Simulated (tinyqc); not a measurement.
# Strained Delta valleys, repopulation and conductivity mass, step by step

Computed by the program tinyqc: `OMP_NUM_THREADS=1 python tinyqc.py 2530112 2530113 out.jsonl`, one thread of a shared Intel Xeon 2.30GHz, about 0.01 s for the whole run. Printed values are rounded.

A cubic crystal with three pairs of conduction valleys along x, y and z under uniaxial stress X along [001] (X > 0 is tension); current along [110]. Non-degenerate electrons, fixed total density, one relaxation time for all valleys and stresses, masses unchanged by strain, so the mobility goes as the mean inverse mass.

Inputs (values chosen for the exercise); values close to those of silicon:
- T = 400 K (temperature)
- s11 = 7.77 1/TPa (compliance)
- s12 = -2.17 1/TPa (compliance)
- s44 = 12.6 1/TPa (compliance)
- Xu = 8.8 eV (shear deformation potential)
- ml = 0.942 m0 (longitudinal mass)
- mt = 0.191 m0 (transverse mass)
- X = -840 MPa (uniaxial stress (tension positive))

Constants: q = 1.602176634e-19 C, kB = 1.380649e-23 J/K, Vt = kB T/q. Results are converted to the units shown.

## Strain tensor

Stress s_ij = X a_i a_j with a the unit vector along [001]; strain e_ii = s11 s_ii + s12 (s_jj + s_kk), e_ij = s44 s_ij/2.

strain (%):
```
,x,y,z
x,0.182280,0.000000,0.000000
y,0.000000,0.182280,0.000000
z,0.000000,0.000000,-0.652680
```

## Valley shifts and shares

Valley shift dE = Xu (n.e.n - trace(e)/3) with n the valley axis; share f proportional to exp(-dE/Vt).

```
valley,dE (meV),share f
x,24.4922,0.095889
y,24.4922,0.095889
z,-48.9843,0.808222
```

The splitting is 73.5 meV, 2.1 Vt.

## Conductivity mass and mobility

Inverse mass along the current d = [110]: (n.d)^2/ml + (1 - (n.d)^2)/mt; mu/mu0 = sum f (1/m) over the plain mean of 1/m.

1/m along d, valley x to z (1/m0): [3.14859, 3.14859, 5.23560]
conductivity mass = 0.206810 m0
unstrained value = 0.260128 m0
mu/mu0 = 1.25781

The possible range, all electrons in one kind of valley, is 0.819 to 1.36.
